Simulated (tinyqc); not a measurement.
Worked calculation: Rayleigh-quotient iteration on a symmetric matrix. One step of it, computed by the program tinyqc.

Task: Step 1. solve (A - shift) w = v; v' = w/|w| with its largest component positive (the first on a tie); lambda = v'^T A v'; the next shift is lambda.

A, lower triangle:
```
           1          2          3          4          5         6
1   0.462000
2  -0.379000   0.464000
3  -0.052000  -0.599000   0.737000
4   0.607000  -0.105000   0.799000   1.434000
5  -0.421000  -0.114000   0.106000  -0.475000   1.675000
6  -0.812000  -0.435000  -0.349000   0.679000  -0.134000  1.696000
```

vector v at the start: 0.408248  0.408248  0.408248  0.408248  0.408248  0.408248

shift = 1.310000

Give: vector after step 1; Rayleigh quotient after step 1.

Result:

vector after step 1: 0.1312  0.7199  -0.5467  -0.1344  -0.3841  -0.0057

Rayleigh quotient after step 1 = 1.3696
